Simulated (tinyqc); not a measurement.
Conductance against temperature: phonon transmission through an interface between two chains by Green functions. Computed by tinyqc, a small Python program. Command: `OMP_NUM_THREADS=1 python tinyqc.py 3023404 3023405 out.jsonl agf walk`. One thread of a shared host (Intel(R) Xeon(R) Processor @ 2.30GHz), about 0.01 s of CPU time with the checks.

Two semi-infinite chains (masses m_1, m_2; springs k_1, k_2), motion along the chain. The central region holds the end atom of each chain and one interlayer atom of mass m_b, joined by springs k_b. lambda = omega^2 in eV/(angstrom^2 u); nu = 15.6333042 THz x sqrt(lambda).

Inputs (values chosen for the exercise, for two model chains):
```
quantity                          value           unit
mass m_1                           22.6              u
spring k_1                         8.28  eV/angstrom^2
mass m_2                           42.3              u
spring k_2                           15  eV/angstrom^2
junction spring k_b                6.46  eV/angstrom^2
interlayer mass m_b                56.6              u
probe frequency / lower band top   0.51              -
```

Atoms in the interlayer: one.

Constants: nu for 1 eV/(angstrom^2 u) = 15.6333042 THz; h x 1 THz = 4.135667696 meV; k_B = 8.617333262e-05 eV/K; k_B = 1.380649e-23 J/K; h = 6.62607015e-34 J s.

Method:
- nu_max = 15.6333042 THz x 2 sqrt(k/m); impedance Z = sqrt(k m); long-wave transmission 4 Z_1 Z_2/(Z_1 + Z_2)^2; the probe frequency is the given share of the lower band top.
- In chain i, sin(q_i a/2) = nu/nu_max,i. An outgoing wave makes the next atom move as exp(i q_i a) times the end atom, so the lead adds the self-energy Sigma_i = -k_i exp(i q_i a) to the force-constant matrix; Gamma_i = -2 Im Sigma_i = 2 k_i sin(q_i a).
- A = lambda M - K - Sigma over the central atoms, with K_ii the sum of the springs at i, K_(i,i+1) = -k_b; G = inverse of A; transmission = Gamma_1 Gamma_2 |G_(first,last)|^2.
- Landauer conductance G = k_B int tau(nu) x^2 e^x/(e^x - 1)^2 d nu, x = h nu/(k_B T), from 0 to the lower band top (240 Gauss-Legendre points in s from 0 to 1, nu = nu_top sin(pi s/2)); tau is the transmission, and its thermal mean is G over the value for tau = 1 in the same window; the quantum is g_0 = pi^2 k_B^2 T/(3 h).

band top of chain 1 = 18.9253 THz

band top of chain 2 = 18.6190 THz

Conductance:
```
T (K)  G (pW/K)  mean transmission    G/g_0  G for transmission 1 (pW/K)
1       0.86346            0.91233  0.91233                      0.94643
5        4.3192            0.91273  0.91273                       4.7322
20       17.393            0.91885  0.91885                       18.929
50       44.122            0.93239  0.93239                       47.321
100      79.537            0.84376  0.84039                       94.266
200      108.74            0.64455  0.57445                       168.70
400      121.27            0.53637  0.32034                       226.10
800      125.03            0.50318  0.16513                       248.48
```

What follows from these numbers?

At 1 K G/g_0 = 0.912; as T goes to 0 it tends to the long-wave transmission, where only the impedances count. Towards high T all modes count more and more alike; at 800 K G is 125 pW/K and the mean transmission is 0.503, which is well below the low-T value.
